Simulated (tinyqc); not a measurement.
Image-sensor pixel with a pinned photodiode, signal and noise: one step of the calculation.

A buried n layer between a heavily doped p+ surface layer and a p layer is emptied into a floating diffusion, read through a source follower with correlated double sampling (reset noise cancelled). One-dimensional abrupt junctions; no blooming, lag or crosstalk.

Task. Noise budget. Signal S = QE Ph; variance = S + dark rate x ti + (read noise)^2 + (pr S)^2; SNR = 20 log10(S/noise); dynamic range 20 log10(FW/noise at S = 0).

Inputs (values chosen for the exercise); material values close to those of silicon: gain non-uniformity pr = 0.6 %; exposure ti = 5 ms; photons on the photodiode per exposure Ph = 120.

QE = 0.59898231
generation rate = 206.73565 electrons/s
diffusion rate = 31.168376 electrons/s
read noise = 0.89437988 electrons
FW = 8113.9618 electrons

Give: S; variances; noise; SNR; dynamic range.

Result.

S = 71.88 electrons
variances (electrons^2): photon shot 71.88, dark shot 1.190, read 0.7999, non-uniformity 0.1860
noise = 8.605 electrons
SNR = 18.44 dB
dynamic range = 75.20 dB

The largest part, 97.1 % of the variance, is photon shot noise.

Computed by the program tinyqc: `OMP_NUM_THREADS=1 python tinyqc.py 2630132 2630133 out.jsonl`, one thread of a shared Intel Xeon 2.30GHz, about 0.01 s for the whole run.
